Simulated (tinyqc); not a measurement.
Conductance of a narrow metal strip with scatterers (square lattice, Green functions), step by step. Values are carried at full precision from step to step, so a last printed digit may differ when a step is redone from the rounded ones.

A strip of W sites across with hard walls, site energy 0 and hopping -t. Mode n = 1 to W has profile chi_n(j) = sqrt(2/(W + 1)) sin(n j pi/(W + 1)) and energy en = -2t cos(n pi/(W + 1)); E = en - 2t cos(kn a). With z_n = exp(i kn a) (Im k > 0 for closed modes, |z| < 1) each lead gives the self-energy -t z_n in mode n. One column carries the site energies v, here one foreign atom. In the mode basis V_nm = sum_j chi_n(j) v_j chi_m(j), G = (E - en + 2 t z_n - V)^-1, and t_nm = 2t sqrt(sin(kn a) sin(km a)) G_nm in size for open modes. T = sum |t_nm|^2, conductance (2e^2/h) T.

Constants: e^2/h = 3.874045865e-05 S.

Values chosen for the exercise (hopping and spacing of the size met in Cu or Al; the lattice is a model; the results hold for these values, not for the real material):
- t = 1.4 eV (hopping)
- a = 2.89 angstrom (spacing)
- W = 3 (sites across)
- E = -1.64 eV (Fermi energy)
- v = (0, -2.4, 0) eV (site energies in the scattering column)

## Modes at the Fermi energy

For each n: en, cos(kn a) = (en - E)/(2t), z_n and the velocity 2 t a sin(kn a) (zero if closed).

Modes:
```
n  en (eV)  cos(k a)                  z  dE/dk (eV angstrom)
1  -1.9799  -0.12139  -0.12139+0.99260i               8.0322
2   0.0000   0.58571   0.58571+0.81052i               6.5587
3   1.9799   1.29282            0.47344               0.0000
```

2 of 3 modes are open, so the clean strip has a resistance of 6453 ohm, whatever its length.

## The scatterer in the mode basis

Form V_nm.

V (eV), rows n=1, n=2, n=3 and columns alike:
```
[[-1.2000, 0, 1.2000],
 [0, 0, 0],
 [1.2000, 0, -1.2000]]
```

A single site couples every mode that has amplitude on it.

## Green function and transmission

E - en + 2 t z_n = 2t (z_n - cos(kn a)). Invert, form |t_nm|^2 = (2t)^2 Im(z_n) Im(z_m) |G_nm|^2 and sum. The added resistance is 1/(2 (e^2/h) T) less the same for the clean strip.

G (1/eV), rows n=1, n=2, n=3 and columns alike:
```
[[0.1790-0.1978i, 0.0000, -0.1963+0.2169i],
 [0.0000, -0.4406i, 0.0000],
 [-0.1963+0.2169i, 0.0000, -0.6986-0.2378i]]
```

|t_nm|^2, rows n=1, n=2, n=3 and columns alike:
```
[[0.5496, 0, 0],
 [0, 1.0000, 0],
 [0, 0, 0]]
```

T = 1.5496
added resistance = 1876 ohm

Mode 1 passes least (0.550) and mode 2 most (1.000); 0.0 % of the transmitted flux changes mode.

## Checks

- Transmitted plus reflected flux against the number of open modes: both 2.00000.

Program tinyqc; command `OMP_NUM_THREADS=1 python tinyqc.py 1482321 1482322 out.jsonl`; about 0.01 s on one thread of a shared Intel(R) Xeon(R) Processor @ 2.30GHz.
